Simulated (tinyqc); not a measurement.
Valence-band offset from core levels (Kraut method), with the dipole against the affinity rule: two steps of the calculation.

Binding energies are counted downwards from the Fermi level. dEv > 0 means that the valence edge of B lies below that of A, dEc > 0 that the conduction edge of B lies above that of A; dEc + dEv = EgB - EgA. The spectra are made-up values treated as data.

Inputs (values chosen for the exercise); gaps and affinities close to those of silicon (A) and hafnium oxide (B):
- EgA = 1.13 eV (gap of the substrate A)
- EgB = 5.98 eV (gap of the overlayer B)
- cA = 87.62 eV (core level of bare A)
- cB = 40.56 eV (core level of thick B)
- vB = 2.43 eV (valence-band maximum of thick B)
- iA = 87.82 eV (core level of A under a thin film of B)
- iB = 41.63 eV (core level of B in that thin film)
- bg = 56 (background counts in the gap)

Problem 1. Valence-band maximum of bare A. Fit a straight line to the leading edge by least squares; the maximum vA lies where it meets the background.

```
point,binding energy (eV),counts on the leading edge
0,0.97,183
1,1.09,241
2,1.21,303
3,1.33,358
4,1.45,426
5,1.57,483
```

Wanted: slope; intercept; vA.

Solution 1.

slope = 502.4 counts/eV
intercept = -305.7 counts
vA = 0.7200 eV

Problem 2. Offsets. dEv = (iB - iA) - (cB - vB) + (cA - vA), dEc = EgB - EgA - dEv.

vA = 0.71995261 eV

Find: cA - vA; cB - vB; iB - iA; dEv; dEc.

Solution 2.

cA - vA = 86.900 eV
cB - vB = 38.130 eV
iB - iA = -46.190 eV
dEv = 2.5800 eV
dEc = 2.2700 eV

The alignment is type I (straddling). Both offsets exceed 1 eV, the usual requirement for a gate dielectric. A rigid shift of all levels, by charging or doping, cancels in the differences.

Program tinyqc, `OMP_NUM_THREADS=1 python tinyqc.py 2410061 2410062 out.jsonl`; Intel Xeon 2.30GHz, shared host, one thread, about 0.01 s.
